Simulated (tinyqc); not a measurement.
Worked calculation (part 2 of 3): UHF in the 6-31g basis, for H4, spin multiplicity 3. Computed by tinyqc, a small Python program that keeps every step (integrals from PySCF). Command: `OMP_NUM_THREADS=1 python tinyqc.py 21178 21179 out.jsonl` (the two numbers bound the seeds that draw the settings). One thread of a shared host (Intel(R) Xeon(R) Processor @ 2.60GHz), about 0.1 s of CPU time with the checks.

Geometry (angstrom):
```
atom         x         y         z
H     0.000000  0.000000  0.000000
H     0.000000  0.000000  0.889000
H     0.000000  0.000000  2.376000
H     0.000000  0.000000  3.265000
```

## Iteration 1: building the Fock matrix

D(alpha) at the start:
```
           1H 1s      1H 2s      2H 1s      2H 2s      3H 1s      3H 2s      4H 1s      4H 2s
1H 1s   0.834285   0.091611   0.103820  -0.646780  -0.008803  -0.000118  -0.192650  -0.218355
1H 2s   0.091611   0.825695   0.812615  -1.660426   0.351863   0.152588  -0.150266   0.545081
2H 1s   0.103820   0.812615   1.668388  -2.556414   0.174438   1.688434  -0.243915  -0.703140
2H 2s  -0.646780  -1.660426  -2.556414   4.561931  -0.500565  -1.917684   0.499014   0.361045
3H 1s  -0.008803   0.351863   0.174438  -0.500565   0.186415  -0.237043  -0.035478   0.491727
3H 2s  -0.000118   0.152588   1.688434  -1.917684  -0.237043   2.754332  -0.189092  -2.081440
4H 1s  -0.192650  -0.150266  -0.243915   0.499014  -0.035478  -0.189092   0.074907   0.092755
4H 2s  -0.218355   0.545081  -0.703140   0.361045   0.491727  -2.081440   0.092755   2.210396
```

D(beta) at the start:
```
           1H 1s      1H 2s      2H 1s      2H 2s      3H 1s      3H 2s      4H 1s      4H 2s
1H 1s   0.026504  -0.116756  -0.030356   0.124283  -0.068571   0.126243   0.003827  -0.209734
1H 2s  -0.116756   0.514338   0.133727  -0.547498   0.302071  -0.556129  -0.016860   0.923927
2H 1s  -0.030356   0.133727   0.034769  -0.142349   0.078538  -0.144593  -0.004383   0.240220
2H 2s   0.124283  -0.547498  -0.142349   0.582796  -0.321545   0.591983   0.017947  -0.983493
3H 1s  -0.068571   0.302071   0.078538  -0.321545   0.177406  -0.326614  -0.009902   0.542622
3H 2s   0.126243  -0.556129  -0.144593   0.591983  -0.326614   0.601315   0.018230  -0.998996
4H 1s   0.003827  -0.016860  -0.004383   0.017947  -0.009902   0.018230   0.000553  -0.030286
4H 2s  -0.209734   0.923927   0.240220  -0.983493   0.542622  -0.998996  -0.030286   1.659686
```

core Hamiltonian H = T + V (hartree):
```
           1H 1s      1H 2s      2H 1s      2H 2s      3H 1s      3H 2s      4H 1s      4H 2s
1H 1s  -1.234763  -1.116101  -0.752280  -0.853617  -0.005763  -0.118455  -0.000030  -0.014211
1H 2s  -1.116101  -1.273412  -0.907548  -1.151844  -0.111852  -0.338743  -0.014211  -0.090426
2H 1s  -0.752280  -0.907548  -1.428554  -1.243596  -0.166632  -0.479425  -0.005763  -0.111852
2H 2s  -0.853617  -1.151844  -1.243596  -1.458661  -0.479425  -0.822690  -0.118455  -0.338743
3H 1s  -0.005763  -0.111852  -0.166632  -0.479425  -1.428554  -1.243596  -0.752280  -0.907548
3H 2s  -0.118455  -0.338743  -0.479425  -0.822690  -1.243596  -1.458661  -0.853617  -1.151844
4H 1s  -0.000030  -0.014211  -0.005763  -0.118455  -0.752280  -0.853617  -1.234763  -1.116101
4H 2s  -0.014211  -0.090426  -0.111852  -0.338743  -0.907548  -1.151844  -1.116101  -1.273412
```

nuclear repulsion = 2.15388000 hartree

Given earlier and not repeated: Two-electron integrals (ij|kl) in chemists' order.

J_ij = sum D_kl (ij|kl) with D = D(alpha) + D(beta), K_ij = sum D_kl (ik|jl) for each spin; F = H + J - K(s); E = tr D H + tr D J / 2 - 0.5 sum_s tr D(s) K(s) + E_nn.

Coulomb J (hartree):
```
          1H 1s     1H 2s     2H 1s     2H 2s     3H 1s     3H 2s     4H 1s     4H 2s
1H 1s  1.612219  0.968929  0.572124  0.695748  0.001822  0.075299  0.000005  0.007441
1H 2s  0.968929  1.231968  0.758893  1.068109  0.072691  0.278395  0.006992  0.065359
2H 1s  0.572124  0.758893  1.857184  1.109851  0.093359  0.389240  0.001660  0.076788
2H 2s  0.695748  1.068109  1.109851  1.401300  0.360536  0.744667  0.071934  0.273230
3H 1s  0.001822  0.072691  0.093359  0.360536  1.628090  1.018286  0.532843  0.702597
3H 2s  0.075299  0.278395  0.389240  0.744667  1.018286  1.374778  0.687754  1.073203
4H 1s  0.000005  0.006992  0.001660  0.071934  0.532843  0.687754  1.571478  0.981414
4H 2s  0.007441  0.065359  0.076788  0.273230  0.702597  1.073203  0.981414  1.296564
```

exchange K(alpha) (hartree):
```
           1H 1s      1H 2s      2H 1s     2H 2s      3H 1s      3H 2s      4H 1s      4H 2s
1H 1s   0.619117   0.255492   0.126005  0.099776  -0.041302  -0.070227  -0.036551  -0.049875
1H 2s   0.255492   0.147245   0.118691  0.106093  -0.004393   0.008554  -0.008811  -0.007621
2H 1s   0.126005   0.118691   0.622880  0.237358   0.078293   0.137762  -0.013697   0.026257
2H 2s   0.099776   0.106093   0.237358  0.183874   0.058856   0.118297   0.009216   0.033136
3H 1s  -0.041302  -0.004393   0.078293  0.058856   0.289379   0.240917   0.193482   0.232685
3H 2s  -0.070227   0.008554   0.137762  0.118297   0.240917   0.285129   0.221324   0.269367
4H 1s  -0.036551  -0.008811  -0.013697  0.009216   0.193482   0.221324   0.357513   0.335814
4H 2s  -0.049875  -0.007621   0.026257  0.033136   0.232685   0.269367   0.335814   0.376299
```

exchange K(beta) (hartree):
```
           1H 1s      1H 2s      2H 1s      2H 2s      3H 1s      3H 2s      4H 1s      4H 2s
1H 1s   0.002624   0.002792   0.002026   0.003202  -0.001425   0.000014  -0.001748  -0.001784
1H 2s   0.002792   0.010052   0.005367   0.010476  -0.004592   0.000919  -0.005616  -0.005368
2H 1s   0.002026   0.005367   0.013441   0.018977  -0.015365  -0.003192  -0.019587  -0.020990
2H 2s   0.003202   0.010476   0.018977   0.031131  -0.012940   0.003803  -0.019900  -0.021812
3H 1s  -0.001425  -0.004592  -0.015365  -0.012940   0.148955   0.096860   0.141446   0.146920
3H 2s   0.000014   0.000919  -0.003192   0.003803   0.096860   0.097248   0.142243   0.153698
4H 1s  -0.001748  -0.005616  -0.019587  -0.019900   0.141446   0.142243   0.257498   0.256638
4H 2s  -0.001784  -0.005368  -0.020990  -0.021812   0.146920   0.153698   0.256638   0.286777
```

F(alpha) (hartree):
```
           1H 1s      1H 2s      2H 1s      2H 2s      3H 1s      3H 2s      4H 1s      4H 2s
1H 1s  -0.241661  -0.402664  -0.306161  -0.257645   0.037361   0.027071   0.036527   0.043105
1H 2s  -0.402664  -0.188688  -0.267346  -0.189827  -0.034767  -0.068901   0.001591  -0.017446
2H 1s  -0.306161  -0.267346  -0.194250  -0.371104  -0.151566  -0.227948   0.009593  -0.061320
2H 2s  -0.257645  -0.189827  -0.371104  -0.241235  -0.177745  -0.196320  -0.055736  -0.098649
3H 1s   0.037361  -0.034767  -0.151566  -0.177745  -0.089843  -0.466227  -0.412919  -0.437636
3H 2s   0.027071  -0.068901  -0.227948  -0.196320  -0.466227  -0.369012  -0.387186  -0.348008
4H 1s   0.036527   0.001591   0.009593  -0.055736  -0.412919  -0.387186  -0.020797  -0.470502
4H 2s   0.043105  -0.017446  -0.061320  -0.098649  -0.437636  -0.348008  -0.470502  -0.353147
```

F(beta) (hartree):
```
           1H 1s      1H 2s      2H 1s      2H 2s      3H 1s      3H 2s      4H 1s      4H 2s
1H 1s   0.374832  -0.149964  -0.182181  -0.161071  -0.002516  -0.043170   0.001723  -0.004987
1H 2s  -0.149964  -0.051496  -0.154021  -0.094211  -0.034568  -0.061266  -0.001603  -0.019699
2H 1s  -0.182181  -0.154021   0.415189  -0.152722  -0.057909  -0.086994   0.015484  -0.014073
2H 2s  -0.161071  -0.094211  -0.152722  -0.088492  -0.105950  -0.081826  -0.026620  -0.043700
3H 1s  -0.002516  -0.034568  -0.057909  -0.105950   0.050581  -0.322171  -0.360883  -0.351871
3H 2s  -0.043170  -0.061266  -0.086994  -0.081826  -0.322171  -0.181131  -0.308106  -0.232339
4H 1s   0.001723  -0.001603   0.015484  -0.026620  -0.360883  -0.308106   0.079217  -0.391326
4H 2s  -0.004987  -0.019699  -0.014073  -0.043700  -0.351871  -0.232339  -0.391326  -0.263624
```

total energy of this density = 0.23496429 hartree

## Iteration 1: diagonalisation and new density

X:
```
               1          2          3          4          5          6          7         8
1H 1s   0.183826  -0.599550   0.798549   0.467847  -0.428010   0.585565   0.252225  0.143907
1H 2s  -1.773610   1.317887  -0.699370  -0.428123  -0.193347   0.226554   0.273084  0.200830
2H 1s  -0.652284   0.543251   0.326684   0.721249   0.716681  -0.388399   0.205567  0.174026
2H 2s   2.942373  -1.075505  -0.399036  -0.421100   0.069072  -0.245002   0.194424  0.253770
3H 1s   0.652284   0.543251  -0.326684   0.721249  -0.716681  -0.388399  -0.205567  0.174026
3H 2s  -2.942373  -1.075505   0.399036  -0.421100  -0.069072  -0.245002  -0.194424  0.253770
4H 1s  -0.183826  -0.599550  -0.798549   0.467847   0.428010   0.585565  -0.252225  0.143907
4H 2s   1.773610   1.317887   0.699370  -0.428123   0.193347   0.226554  -0.273084  0.200830
```

Diagonalise F' = X^T F X, C = X C', fill 3 alpha and 1 beta electrons from the bottom; D(s) = C_occ C_occ^T. Each column has its largest component positive (the first on a tie).

F' = X^T F X (alpha) (hartree):
```
           1          2          3          4          5          6          7          8
1   0.746567   0.054049  -0.010512   0.095511  -0.348914  -0.077293   0.039527   0.045442
2   0.054049   0.780459   0.001910  -0.000435  -0.040078  -0.460683   0.083168  -0.044557
3  -0.010512   0.001910   0.707794  -0.163091  -0.100300  -0.070044  -0.081455  -0.054251
4   0.095511  -0.000435  -0.163091   0.508612  -0.023816   0.012057  -0.055600  -0.176612
5  -0.348914  -0.040078  -0.100300  -0.023816   0.418705   0.178384   0.030074  -0.021627
6  -0.077293  -0.460683  -0.070044   0.012057   0.178384   0.018544  -0.055547   0.028718
7   0.039527   0.083168  -0.081455  -0.055600   0.030074  -0.055547  -0.475066   0.073874
8   0.045442  -0.044557  -0.054251  -0.176612  -0.021627   0.028718   0.073874  -0.477980
```

orbital energies (alpha) (hartree): MO1 -0.569320, MO2 -0.449479, MO3 -0.230663, MO4 0.198222, MO5 0.449823, MO6 0.813059, MO7 0.882202, MO8 1.133791

coefficients C (alpha):
```
             MO1        MO2        MO3        MO4        MO5        MO6        MO7        MO8
1H 1s  -0.100566   0.488702   0.361382   0.058956  -0.633769  -0.749389   0.692792   0.184381
1H 2s  -0.034466   0.310707   0.783365   1.008015   0.395076   0.847614  -1.759729   0.244704
2H 1s   0.167498   0.421778  -0.281556  -0.318522  -0.844135   0.390213  -0.909469   0.076818
2H 2s  -0.004803  -0.026830  -0.765557  -1.341771   1.182242  -0.310332   2.363761  -0.921567
3H 1s   0.341014   0.001257   0.021169   0.300479  -0.320304   0.534153   0.484190  -1.120341
3H 2s   0.275134   0.166561  -0.511873   1.696733  -0.357153  -0.646327  -1.405532   2.133694
4H 1s   0.262361  -0.066782   0.179996  -0.097995  -0.062616   0.752674   0.540701   0.939217
4H 2s   0.314187  -0.202069   0.696951  -1.405939   0.389829  -0.496860   0.066468  -1.659318
```

F' = X^T F X (beta) (hartree):
```
           1          2          3          4          5          6          7          8
1   0.864864  -0.006409  -0.091112  -0.046126  -0.446008   0.021474  -0.000278  -0.031340
2  -0.006409   0.876480   0.015355   0.077251   0.069689  -0.564680   0.099520  -0.046480
3  -0.091112   0.015355   0.918107   0.035070  -0.134475   0.013433   0.093951   0.041720
4  -0.046126   0.077251   0.035070   0.807009   0.074878  -0.014746   0.104987  -0.024649
5  -0.446008   0.069689  -0.134475   0.074878   0.751420  -0.087864   0.002978   0.046935
6   0.021474  -0.564680   0.013433  -0.014746  -0.087864   0.434252   0.063787  -0.029949
7  -0.000278   0.099520   0.093951   0.104987   0.002978   0.063787  -0.239218   0.134250
8  -0.031340  -0.046480   0.041720  -0.024649   0.046935  -0.029949   0.134250  -0.261446
```

orbital energies (beta) (hartree): MO1 -0.420202, MO2 -0.137357, MO3 0.076512, MO4 0.311583, MO5 0.789436, MO6 0.978526, MO7 1.182220, MO8 1.370751

coefficients C (beta):
```
             MO1        MO2        MO3        MO4        MO5        MO6        MO7        MO8
1H 1s  -0.007909   0.179836   0.121146   0.042399  -0.465077   0.952461   0.247930   0.791450
1H 2s   0.122421   0.276175   0.999905  -1.484274   0.655985  -0.377460   0.260958  -1.350375
2H 1s   0.023175   0.165613  -0.005987   0.124907  -0.404775   0.451123   0.214062  -1.275840
2H 2s  -0.170735   0.464210  -0.657334   1.925740  -0.280616  -0.949123  -1.084537   1.943404
3H 1s   0.336998   0.032887  -0.165772  -0.281159  -0.765049  -0.174415  -1.115893   0.049281
3H 2s   0.050725   0.225190  -0.812204  -1.669887   0.966012   0.767558   2.175498  -0.749150
4H 1s   0.288410  -0.051745   0.088998   0.016469  -0.661474  -0.684616   0.909631   0.180264
4H 2s   0.566293  -0.277984   0.816779   1.348930   0.339878   0.228666  -1.634366   0.186771
```

D(alpha) after iteration 1:
```
           1H 1s      1H 2s      2H 1s      2H 2s      3H 1s      3H 2s      4H 1s      4H 2s
1H 1s   0.379540   0.438403   0.087530  -0.289287  -0.026030  -0.131252   0.006026   0.121518
1H 2s   0.438403   0.711388  -0.095285  -0.607881   0.005220  -0.358715   0.111210   0.472354
2H 1s   0.087530  -0.095285   0.285226   0.203426   0.051689   0.260457  -0.034901  -0.228833
2H 2s  -0.289287  -0.607881   0.203426   0.586820  -0.017878   0.386077  -0.137265  -0.529643
3H 1s  -0.026030   0.005220   0.051689  -0.017878   0.116741   0.083198   0.093195   0.121642
3H 2s  -0.131252  -0.358715   0.260457   0.386077   0.083198   0.365455  -0.031074  -0.303964
4H 1s   0.006026   0.111210  -0.034901  -0.137265   0.093195  -0.031074   0.105691   0.221373
4H 2s   0.121518   0.472354  -0.228833  -0.529643   0.121642  -0.303964   0.221373   0.625286
```

D(beta) after iteration 1:
```
           1H 1s      1H 2s      2H 1s      2H 2s      3H 1s      3H 2s      4H 1s      4H 2s
1H 1s   0.000063  -0.000968  -0.000183   0.001350  -0.002665  -0.000401  -0.002281  -0.004479
1H 2s  -0.000968   0.014987   0.002837  -0.020902   0.041256   0.006210   0.035308   0.069326
2H 1s  -0.000183   0.002837   0.000537  -0.003957   0.007810   0.001176   0.006684   0.013124
2H 2s   0.001350  -0.020902  -0.003957   0.029151  -0.057537  -0.008661  -0.049242  -0.096686
3H 1s  -0.002665   0.041256   0.007810  -0.057537   0.113567   0.017094   0.097193   0.190839
3H 2s  -0.000401   0.006210   0.001176  -0.008661   0.017094   0.002573   0.014630   0.028725
4H 1s  -0.002281   0.035308   0.006684  -0.049242   0.097193   0.014630   0.083180   0.163324
4H 2s  -0.004479   0.069326   0.013124  -0.096686   0.190839   0.028725   0.163324   0.320688
```

## Iteration 2: building the Fock matrix

As before.

Coulomb J (hartree):
```
          1H 1s     1H 2s     2H 1s     2H 2s     3H 1s     3H 2s     4H 1s     4H 2s
1H 1s  1.636738  0.986964  0.565543  0.703571  0.001801  0.075068  0.000006  0.007363
1H 2s  0.986964  1.248842  0.744107  1.073743  0.081314  0.284076  0.008400  0.068994
2H 1s  0.565543  0.744107  1.768331  1.086530  0.099499  0.386764  0.001924  0.077857
2H 2s  0.703571  1.073743  1.086530  1.412241  0.414305  0.786084  0.086786  0.300177
3H 1s  0.001801  0.081314  0.099499  0.414305  1.976166  1.208322  0.658713  0.842903
3H 2s  0.075068  0.284076  0.386764  0.786084  1.208322  1.541400  0.821927  1.214840
4H 1s  0.000006  0.008400  0.001924  0.086786  0.658713  0.821927  1.909661  1.154577
4H 2s  0.007363  0.068994  0.077857  0.300177  0.842903  1.214840  1.154577  1.440962
```

exchange K(alpha) (hartree):
```
           1H 1s     1H 2s      2H 1s     2H 2s      3H 1s     3H 2s      4H 1s     4H 2s
1H 1s   0.834957  0.578407   0.360807  0.406990  -0.007163  0.040107   0.001005  0.003203
1H 2s   0.578407  0.478467   0.398663  0.407561   0.044663  0.106324   0.005550  0.027407
2H 1s   0.360807  0.398663   0.713828  0.541492   0.113095  0.232871  -0.013176  0.046787
2H 2s   0.406990  0.407561   0.541492  0.502632   0.185801  0.273751   0.045111  0.106751
3H 1s  -0.007163  0.044663   0.113095  0.185801   0.521887  0.456141   0.342346  0.381263
3H 2s   0.040107  0.106324   0.232871  0.273751   0.456141  0.488259   0.369884  0.410693
4H 1s   0.001005  0.005550  -0.013176  0.045111   0.342346  0.369884   0.577791  0.478417
4H 2s   0.003203  0.027407   0.046787  0.106751   0.381263  0.410693   0.478417  0.465400
```

exchange K(beta) (hartree):
```
          1H 1s     1H 2s     2H 1s     2H 2s     3H 1s     3H 2s     4H 1s     4H 2s
1H 1s  0.000073  0.000161  0.000037  0.000256  0.000882  0.000934  0.000834  0.000989
1H 2s  0.000161  0.000877  0.000533  0.003331  0.014322  0.012919  0.011137  0.012708
2H 1s  0.000037  0.000533  0.000565  0.002530  0.010081  0.008710  0.006633  0.007985
2H 2s  0.000256  0.003331  0.002530  0.017206  0.080112  0.071469  0.065808  0.071574
3H 1s  0.000882  0.014322  0.010081  0.080112  0.426241  0.353800  0.350810  0.357505
3H 2s  0.000934  0.012919  0.008710  0.071469  0.353800  0.341805  0.374720  0.374566
4H 1s  0.000834  0.011137  0.006633  0.065808  0.350810  0.374720  0.532417  0.454907
4H 2s  0.000989  0.012708  0.007985  0.071574  0.357505  0.374566  0.454907  0.439737
```

F(alpha) (hartree):
```
           1H 1s      1H 2s      2H 1s      2H 2s      3H 1s      3H 2s      4H 1s      4H 2s
1H 1s  -0.432982  -0.707545  -0.547544  -0.557036   0.003201  -0.083494  -0.001029  -0.010051
1H 2s  -0.707545  -0.503037  -0.562103  -0.485662  -0.075200  -0.160991  -0.011361  -0.048839
2H 1s  -0.547544  -0.562103  -0.374052  -0.698559  -0.180228  -0.325532   0.009337  -0.080781
2H 2s  -0.557036  -0.485662  -0.698559  -0.549052  -0.250921  -0.310357  -0.076780  -0.145317
3H 1s   0.003201  -0.075200  -0.180228  -0.250921   0.025725  -0.491415  -0.435913  -0.445908
3H 2s  -0.083494  -0.160991  -0.325532  -0.310357  -0.491415  -0.405520  -0.401574  -0.347697
4H 1s  -0.001029  -0.011361   0.009337  -0.076780  -0.435913  -0.401574   0.097107  -0.439942
4H 2s  -0.010051  -0.048839  -0.080781  -0.145317  -0.445908  -0.347697  -0.439942  -0.297849
```

F(beta) (hartree):
```
           1H 1s      1H 2s      2H 1s      2H 2s      3H 1s      3H 2s      4H 1s      4H 2s
1H 1s   0.401902  -0.129298  -0.186775  -0.150302  -0.004844  -0.044321  -0.000858  -0.007837
1H 2s  -0.129298  -0.025447  -0.163973  -0.081432  -0.044859  -0.067586  -0.016948  -0.034140
2H 1s  -0.186775  -0.163973   0.339211  -0.159596  -0.077214  -0.101371  -0.010472  -0.041979
2H 2s  -0.150302  -0.081432  -0.159596  -0.063626  -0.145232  -0.108075  -0.097477  -0.110140
3H 1s  -0.004844  -0.044859  -0.077214  -0.145232   0.121370  -0.389074  -0.444377  -0.422149
3H 2s  -0.044321  -0.067586  -0.101371  -0.108075  -0.389074  -0.259066  -0.406410  -0.311571
4H 1s  -0.000858  -0.016948  -0.010472  -0.097477  -0.444377  -0.406410   0.142480  -0.416432
4H 2s  -0.007837  -0.034140  -0.041979  -0.110140  -0.422149  -0.311571  -0.416432  -0.272187
```

total energy of this density = -1.84785658 hartree
